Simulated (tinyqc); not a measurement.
# MOS capacitor on a p-type substrate, surface potential from the exact charge relation: Capacitance-voltage curves

Uniform p-type substrate, Boltzmann statistics, full ionisation, classical densities. psi is the surface potential against the body (positive when the bands bend down) and u = psi/Vt. Traps are spread evenly over the gap and neutral at flat band, so their charge is -q Dit psi; the minority quasi-Fermi level is shifted by Vb.

ni = sqrt(Nc Nv) exp(-Eg/(2 Vt)), Eg in volts; phiF = Vt ln(N/ni); Cox = eps0 eox/tox; Vfb = phiM - chi - (Eg - Vt ln(Nv/N)) - q Nf/Cox; Q0 = sqrt(2 eps0 eps_r q N Vt); r = (ni/N)^2 exp(-Vb/Vt); VT = Vfb + [(2 phiF + Vb)(1 + q Dit/Cox) + sqrt(2 eps0 eps_r q N (2 phiF + Vb))/Cox]. u = psi/Vt; F^2 = exp(-u) + u - 1 + r (exp(u) - u - 1); Qs = -sign(u) Q0 F; Cs = -dQs/dpsi = (Q0/Vt) |1 - exp(-u) + r (exp(u) - 1)|/(2 F). psi solves Vg = Vfb + psi + (q Dit psi - Qs)/Cox. Low frequency: 1/C_LF = 1/Cox + 1/(Cs + q Dit). High frequency, in the simple estimate in which traps and minority carriers do not follow: 1/C_HF = 1/Cox + 1/Cd, Cd being Cs with r = 0 at the same psi. Deep depletion: r = 0 and Dit = 0 both in the equation for psi and in Cs. Minority sheet density N_inv = (Q0/(2 q)) int_0^u r (exp(t) - 1)/F(t) dt for u > 0. N_inv under 1 cm^-2 is printed as 0. Regimes: accumulation when majority carriers gather, then depletion up to |psi| = phiF + Vb, weak inversion up to 2 phiF + Vb, strong inversion beyond.

Parameters, values chosen for the exercise; band and dielectric values those of a made-up semiconductor: temperature T = 250 K; band gap Eg = 0.689 eV; relative permittivity eps_r = 18; conduction-band density of states at T Nc = 1.22e17 cm^-3; valence-band density of states at T Nv = 5.19e18 cm^-3; electron affinity chi = 5.7 eV; acceptor density of the substrate N = 1.2e17 cm^-3; relative permittivity of the gate insulator (close to silicon dioxide) eox = 3.9; insulator thickness tox = 21 nm; gate work function phiM = 6.31 eV; fixed charge at the interface, in units of q Nf = 0 cm^-2; density of interface traps Dit = 0 cm^-2 eV^-1; reverse bias of the inversion layer against the body Vb = 0 V.

Constants: q = 1.602176634e-19 C, kB = 1.380649e-23 J/K, Vt = kB T/q, eps0 = 8.8541878128e-14 F/cm where lengths are in cm. Results are converted to the units shown.

Results:

| Vg (V) | psi (V) | C_LF/Cox | C_HF/Cox | C_deep/Cox | N_inv (cm^-2) | regime |
|---|---|---|---|---|---|---|
| -0.95 | -0.06468 | 0.9607 | 0.9607 | 0.9607 | 0 | accumulation |
| -0.16 | -0.01731 | 0.9061 | 0.9061 | 0.9061 | 0 | accumulation |
| 0.23 | 0.03366 | 0.8218 | 0.8218 | 0.8218 | 0 | depletion |
| 0.62 | 0.1275 | 0.6974 | 0.6974 | 0.6974 | 12.23 | depletion |
| 1.02 | 0.2690 | 0.6021 | 0.6021 | 0.6021 | 5272 | depletion |
| 1.41 | 0.4372 | 0.5387 | 0.5386 | 0.5386 | 9.802e6 | weak inversion |
| 1.8 | 0.6130 | 0.6869 | 0.4946 | 0.4918 | 2.820e10 | strong inversion |
| 2.2 | 0.6695 | 0.9329 | 0.4832 | 0.4545 | 3.302e11 | strong inversion |
| 2.59 | 0.6885 | 0.9632 | 0.4796 | 0.4253 | 6.979e11 | strong inversion |

Estimate the missing row, Vg = -0.56 V.

Computed row:

| Vg (V) | psi (V) | C_LF/Cox | C_HF/Cox | C_deep/Cox | N_inv (cm^-2) | regime |
|---|---|---|---|---|---|---|
| -0.56 | -0.04636 | 0.9435 | 0.9435 | 0.9435 | 0 | accumulation |

With this row back in the table: C_LF/Cox is lowest, 0.539, at Vg = 1.41 V (weak inversion) among the rows listed and is 0.963 in the last row, where C_HF/Cox is 0.480 and the deep-depletion value 0.425. Vfb = 0.00215 V, where C_HF/Cox = 0.879 (Cox in series with eps0 eps_r/LD), and VT = 1.78 V. Over the last two rows psi moves by only 0.049 V a volt of gate bias, since the inversion charge screens the body. In strong accumulation and inversion degeneracy and confinement, left out here, lower the capacitance.

Program tinyqc, `OMP_NUM_THREADS=1 python tinyqc.py 2060163 2060164 out.jsonl`; Intel Xeon 2.30GHz, shared host, one thread, about 0.01 s.
